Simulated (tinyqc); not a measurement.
# Changing the temperature T

Model: thermal displacements in the Debye model: Debye-Waller factors, bond-length spread and the Lindemann rule. Computed by tinyqc, a small Python program. Command: `OMP_NUM_THREADS=1 python tinyqc.py 3001651 3001652 out.jsonl debyewaller sweep`. One thread of a shared host (Intel(R) Xeon(R) Processor @ 2.30GHz), about 0.01 s of CPU time with the checks.

A Debye spectrum with three branches of one velocity, cut at k_B Theta; 2 atoms per cube, nearest neighbours at d = 0.866025 a.

Inputs (values chosen for the exercise, modelled on iron):

| quantity | value | unit |
|---|---|---|
| atomic mass M | 55.85 | u |
| Debye temperature Theta | 407 | K |
| lattice constant a | 2.866 | angstrom |
| gamma-ray energy E | 67.4 | keV |
| photoelectron wave number k | 8.6 | 1/angstrom |

Structure: bcc.

reflection (h k l): 3  3  2

Constants: hbar^2/u = 4.18015928e-03 eV angstrom^2; k_B = 8.617333262e-05 eV/K; e = 1.602176634e-19 C; u = 1.6605390666e-27 kg; c = 299792458 m/s; hbar = 6.582119569e-16 eV s.

Method:
- <u_x^2> = (3 hbar^2/(2 M k_B Theta)) int_0^1 s coth(s Theta/(2T)) ds (64 Gauss-Legendre points); it tends to 3 hbar^2/(4 M k_B Theta) at T = 0 and to 3 hbar^2 T/(M k_B Theta^2) at high T.
- B = 8 pi^2 <u_x^2>.
- G = 2 pi sqrt(h^2 + k^2 + l^2)/a; the intensity is multiplied by exp(-2W), 2W = G^2 <u_x^2>; the loss goes into thermal diffuse scattering.
- A nucleus of this mass is supposed to emit a gamma ray of the energy chosen: recoil energy E_R = E^2/(2 M c^2), wave number k_g = E/(hbar c), recoil-free fraction f = exp(-k_g^2 <u_x^2>).
- Correlated Debye model: sigma^2 = (3 hbar^2/(M k_B Theta)) int_0^1 s coth(s Theta/(2T)) [1 - sin(s q_D R)/(s q_D R)] ds for two atoms at distance R, q_D = (6 pi^2 n)^(1/3), n atoms per volume; uncorrelated motion would give 2 <u_x^2>.
- An EXAFS amplitude is damped by exp(-2 k^2 sigma^2).

One run for each value:

| temperature T (K) | B factor (angstrom^2) | intensity factor exp(-2W) | sigma^2 of the nearest bond (angstrom^2) | correlation 1 - sigma^2/(2 <u_x^2>) | recoil-free fraction f |
|---|---|---|---|---|---|
| 14 | 0.12736 | 0.84320 | 0.002690 | 0.16599 | 1.5231e-01 |
| 22 | 0.12880 | 0.84157 | 0.002692 | 0.17483 | 1.4909e-01 |
| 37 | 0.13324 | 0.83658 | 0.002705 | 0.19850 | 1.3962e-01 |
| 61 | 0.14494 | 0.82357 | 0.002779 | 0.24311 | 1.1746e-01 |
| 100 | 0.17391 | 0.79224 | 0.003075 | 0.30203 | 7.6563e-02 |
| 170 | 0.24300 | 0.72222 | 0.003972 | 0.35464 | 2.7584e-02 |
| 270 | 0.35604 | 0.62076 | 0.005587 | 0.38048 | 5.1908e-03 |
| 450 | 0.57149 | 0.46518 | 0.008780 | 0.39346 | 2.1510e-04 |
| 740 | 0.92677 | 0.28906 | 0.014122 | 0.39842 | 1.1292e-06 |

Over the rows, B factor (angstrom^2) rises from 0.127 to 0.927 (exponent d ln y / d ln x 0.025 between the first rows and 0.97 between the last); intensity factor exp(-2W) falls from 0.843 to 0.289 (exponent d ln y / d ln x -0.0043 between the first rows and -0.96 between the last); sigma^2 of the nearest bond (angstrom^2) rises from 0.00269 to 0.0141 (exponent d ln y / d ln x 0.0014 between the first rows and 0.96 between the last). At the high end the exponent of B factor is 0.97, close to 1: the classical law. At the low end the exponent of B factor is 0.02, close to 0: zero-point motion. ln of the intensity factor is -G^2 <u_x^2>, flat at low T and linear in T at high T. Left out: 1200 (the fraction is vanishingly small).
